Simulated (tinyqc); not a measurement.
From results back to parameters: conduction-band anticrossing with a localised impurity level. Two cases, with inputs chosen for the exercise.

Problem. A host edge EM and a flat level EI are coupled by V = C sqrt(x), H = [[EM, V], [V, EI]]. EM and both levels are given.

Find: EI; V; C; host weight of E-.

Method. The trace gives EI = E+ + E- - EM; V^2 = (EM - E-)(E+ - EM); the host weight of E- is (EI - E-)/(E+ - E-).

Case 1.

Values chosen (out of a larger set: host near GaAs; not measured data): x = 0.0057 (impurity fraction).
EM = 1.510828 eV

E-, E+ (eV): 1.439614  1.891214

Solution.

EI = 1.820 eV
V = 0.1646 eV
C = 2.18 eV
host weight of E- = 0.842

Case 2.

Values chosen (out of a larger set: host near InP; not measured data): x = 0.059 (impurity fraction).
EM = 1.299390 eV

E-, E+ (eV): 0.883247  2.017143

Solution.

EI = 1.601 eV
V = 0.5465 eV
C = 2.25 eV
host weight of E- = 0.633

Computed by tinyqc, one run a case: `OMP_NUM_THREADS=1 python tinyqc.py N N+1 out.jsonl` with N = 1050728, 1050753; one thread of a shared Intel(R) Xeon(R) Processor @ 2.30GHz, about 0.01 s a run at most.
